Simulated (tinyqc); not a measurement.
What each parameter does: k.p values derived from sp3s* tight binding at Gamma.

At Gamma the states are two-level mixtures: s-like S+ (upper) and S- (lower) from [[Esa, Vss], [Vss, Esc]], p-like P- (valence) and P+ from [[Epa, Vxx], [Vxx, Epc]], and the bare s* levels. With real k in 1/angstrom and kz = 0, the phase sums over the four bonds are g0 = 1 - (a k/4)^2/2, g1 = i a kx/4, g3 = -(a/4)^2 kx ky to second order. Each mixture is written (anion, cation) with the anion part positive. c = hbar^2/2m0. No spin-orbit coupling.

Recipe: P = (a/4)(sa pc Vsapc + sc pa Vscpa) between an s and a p state ((a/4) pc Vxapc and (a/4) pa Vpaxc for s*), Ep = P^2/c for S+ to P-; m0/m = [-(a/4)^2 sa sc Vss + sum P^2/(E(S+) - E(P))]/c; L = d0 + F, M = d0 + H1, N = dN + F + H1 with d0 = -(a/4)^2 pa pc Vxx, dN = -2 (a/4)^2 pa pc Vxy, F = sum P^2/(E(P-) - E(s)) over the four s-like states, H1 = Q^2/(E(P-) - E(P+)), Q = (a/4) Vxy (pa p'c - pc p'a); g1 = -(L + 2M)/(3c), g2 = -(L - M)/(6c), g3 = -N/(6c).

Constants: hbar^2/2m0 = 3.80998211 eV angstrom^2.

Parameters, chosen for this exercise (near a published set for InAs, fitted to gaps, whose masses and valley positions are rough; not measured data):
- a = 6.06 angstrom (lattice constant)
- Esa = -9.448 eV (s level of the anion)
- Epa = 0.902 eV (p level of the anion)
- Esc = -2.712 eV (s level of the cation)
- Epc = 3.729 eV (p level of the cation)
- Exa = 7.482 eV (s* level of the anion)
- Exc = 6.739 eV (s* level of the cation)
- Vss = -5.575 eV (s-s)
- Vxx = 1.826 eV (px-px)
- Vxy = 4.452 eV (px-py)
- Vsapc = 3.026 eV (s anion, p cation)
- Vscpa = 5.417 eV (s cation, p anion)
- Vxapc = 3.358 eV (s* anion, p cation)
- Vpaxc = 3.907 eV (p anion, s* cation)

The recipe applied anew.

One parameter was then changed.

Results before and after:

| case | EG (eV) | Ep (eV) | m (m0) | g1 | g2 | g3 |
|---|---|---|---|---|---|---|
| base | 0.4270 | 14.409 | 0.0310 | 12.937 | 5.393 | 5.902 |
| changed | 0.5474 | 14.321 | 0.0406 | 10.269 | 4.148 | 4.604 |

Which of these changes was made? (a) Exa = 7.632 eV; (b) Vscpa = 5.267 eV; (c) Vxx = 1.976 eV; (d) Vxy = 4.302 eV; (e) Vpaxc = 4.057 eV; (f) a = 6.11 angstrom; (g) Esc = -2.562 eV.

Answer: (c) Vxx = 1.976 eV. Of the candidates, run in turn, only this one gives the changed row.

All candidates:

| case | EG (eV) | Ep (eV) | m (m0) | g1 | g2 | g3 |
|---|---|---|---|---|---|---|
| base | 0.4270 | 14.409 | 0.0310 | 12.937 | 5.393 | 5.902 |
| Esc = -2.562 eV | 0.5411 | 14.444 | 0.0397 | 10.588 | 4.219 | 4.727 |
| Vscpa = 5.267 eV | 0.4270 | 13.726 | 0.0326 | 12.407 | 5.128 | 5.636 |
| Vpaxc = 4.057 eV | 0.4270 | 14.409 | 0.0310 | 12.966 | 5.408 | 5.916 |
| Exa = 7.632 eV | 0.4270 | 14.409 | 0.0310 | 12.936 | 5.393 | 5.901 |
| Vxx = 1.976 eV | 0.5474 | 14.321 | 0.0406 | 10.269 | 4.148 | 4.604 |
| a = 6.11 angstrom | 0.4270 | 14.648 | 0.0305 | 13.152 | 5.483 | 6.000 |
| Vxy = 4.302 eV | 0.4270 | 14.409 | 0.0310 | 12.823 | 5.422 | 5.885 |

Vpaxc and Exa act through the s* states, which enter F alone and leave EG, Ep and m.

tinyqc: `OMP_NUM_THREADS=1 python tinyqc.py 1450125 1450126 out.jsonl`; about 0.01 s, one thread, shared Intel(R) Xeon(R) Processor @ 2.30GHz.
